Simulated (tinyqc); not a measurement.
Changing the spin speed f: spin coating of a resist or spin-on film: centrifugal thinning, evaporation and the final thickness (Emslie and Meyerhofer models). Computed by tinyqc, a small Python program. Command: `OMP_NUM_THREADS=1 python tinyqc.py 3110878 3110879 out.jsonl spincoat sweep`. One thread of a shared host (Intel(R) Xeon(R) Processor @ 2.30GHz), about 0.2 s of CPU time with the checks.

A Newtonian film stays uniform over the wafer; solvent and solids have the same density and the concentration is uniform through the thickness.

Inputs (values chosen for the exercise, of the order of those of a polymer resist in an ester solvent):
```
quantity                                 value          unit
solids volume fraction c0                0.095             -
kinematic viscosity of the solvent nu_s    2.4        mm^2/s
viscosity constant k                       770        mm^2/s
viscosity exponent gamma                   2.7             -
evaporation rate at 1000 rpm e0           0.24  micrometre/s
starting thickness h0                      200    micrometre
wafer radius R                             150            mm
shrinkage in the bake                        3             %
```

Method:
- omega = 2 pi f/60; nu(c) = nu_s + k c^gamma; evaporation rate e = e0 sqrt(f/1000 rpm).
- Flow constant K = 2 omega^2/(3 nu(c0)); Reynolds number of the air omega R^2/nu_air with nu_air = 15 mm^2/s.
- Full model for solids s and liquid l per area, h = s + l, c = s/h: ds/dt = -c Q, dl/dt = -(1 - c) Q - e, Q = 2 omega^2 h^3/(3 nu(c)); integrated adaptively (relative tolerance 1e-9) until l = 0.
- Dry film = s at l = 0, before the bake; film after the bake = s x (1 - shrinkage).

One run for each value:
```
spin speed f (rpm)  dry film (nm)  time to dry (s)  Reynolds number of the air
400                        843.92           61.535                  6.2832e+04
610                        683.40           40.360                  9.5819e+04
940                        550.52           26.195                  1.4765e+05
1400                       451.11           17.590                  2.1991e+05
2200                       359.86           11.194                  3.4558e+05
3400                       289.47            7.244                  5.3407e+05
5200                       234.07            4.736                  8.1681e+05
8000                       188.71            3.079                  1.2566e+06
```

Over the rows, dry film (nm) falls from 844 to 189 (exponent d ln y / d ln x about -0.50 throughout); time to dry (s) falls from 61.5 to 3.08 (exponent d ln y / d ln x about -1.00 throughout); Reynolds number of the air rises from 62800 to 1.26e6 (exponent d ln y / d ln x about 1.00 throughout). The exponent of dry film stays at -0.50: (e/omega^2)^(1/3) with e as sqrt(f).

Caution (rows 2200, 3400, 5200, 8000): above a Reynolds number of about 3e5 the air flow near the rim turns turbulent, and evaporation is no longer uniform.
